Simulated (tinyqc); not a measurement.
Inside a calculation. Model: thermionic-field emission through a Schottky barrier, WKB.

Program tinyqc, `OMP_NUM_THREADS=1 python tinyqc.py 2640119 2640120 out.jsonl`; Intel Xeon 2.30GHz, shared host, one thread, about 0.05 s. Printed values are rounded.

Metal on an n-type semiconductor with one parabolic valley; V > 0 is forward bias (metal positive). Energies E are counted from the conduction edge of the neutral semiconductor, whose Fermi level lies at -xi; that of the metal lies at -xi - V. The barrier is a parabola of height Vd = phi - xi - V (depletion approximation, no image force).

Inputs (values chosen for the exercise); band and dielectric values those of a made-up semiconductor: temperature T = 350 K; electron mass me = 0.255 m0; relative permittivity eps_r = 9.39; barrier height seen from the metal phi = 0.36 eV; donor density Nd = 4.9e18 cm^-3; bias V = 0.092 V; points of the energy grid nE = 13; upper end of the energy grid Eb = 0.47 eV.

Constants: q = 1.602176634e-19 C, kB = 1.380649e-23 J/K, hbar = 1.054571817e-34 J s, h = 6.62607015e-34 J s, m0 = 9.1093837015e-31 kg, Vt = kB T/q, eps0 = 8.8541878128e-14 F/cm where lengths are in cm. Results are converted to the units shown.

Range of the model: The depletion approximation, a parabolic band and the neglect of image-force lowering make these currents estimates at high doping.

## Fermi level, barrier and E00

Nc = 2 (2 pi me m0 kB T/h^2)^1.5 (times 1e-6 for cm^-3); Nd = Nc F12(-xi/Vt), F12(x) = (2/sqrt(pi)) int_0^infinity sqrt(u)/(1 + exp(u - x)) du; E00 = (hbar/2) sqrt(Nd/(me m0 eps0 eps_r)) in SI units (volts). W = sqrt(2 eps0 eps_r Vd/(q Nd)).

Nc = 4.071950e18 cm^-3
xi = -0.01820633 eV
Vd = 0.2862063 V
W = 7.785895 nm
E00 = 26.55966 meV
E00/Vt = 0.8806058

By a common rule of thumb, E00/Vt below 0.5 marks thermionic emission, 0.5 to 5 thermionic-field emission and above 5 field emission. By that rule alone: thermionic-field emission; with a high barrier, tunnelling near its top can carry most of the current even below 0.5.

## Current density on a coarse grid

For E < Vd, ln T(E) = -(Vd/E00) [sqrt(1 - y) - y ln((1 + sqrt(1 - y))/sqrt(y))], y = E/Vd; T(E) = 1 above. J = A* T (q/kB) int_0^infinity T(E) N(E) dE, N = ln[(1 + exp((-xi - E)/Vt))/(1 + exp((-xi - V - E)/Vt))], A* = 4 pi q me m0 kB^2/h^3 (times 1e-4 for A/(cm^2 K^2)). Simpson's rule on nE equally spaced points from 0 to Eb.

```
point	E (eV)	T(E)	N	T(E) N
0	0.0000000	2.089543e-5	0.9568075	1.999291e-5
1	0.0391667	5.125294e-4	0.3815085	1.955343e-4
2	0.0783333	0.004275163	0.1212703	5.184503e-4
3	0.1175000	0.02273901	0.03474090	7.899738e-4
4	0.1566667	0.08736152	0.009613853	8.398808e-4
5	0.1958333	0.2544914	0.002633851	6.702923e-4
6	0.2350000	0.5684857	7.195702e-4	4.090654e-4
7	0.2741667	0.9394004	1.964368e-4	1.845328e-4
8	0.3133333	1	5.361444e-5	5.361444e-5
9	0.3525000	1	1.463241e-5	1.463241e-5
10	0.3916667	1	3.993404e-6	3.993404e-6
11	0.4308333	1	1.089855e-6	1.089855e-6
12	0.4700000	1	2.974362e-7	2.974362e-7
```

J = 18027.98 A/cm^2

The integrand peaks at E = 0.157 eV among these points, 0.55 of the barrier height. A converged quadrature gives 18030 A/cm^2 (this grid is within 0.01 % of that), of which 2.7 % passes over the barrier.
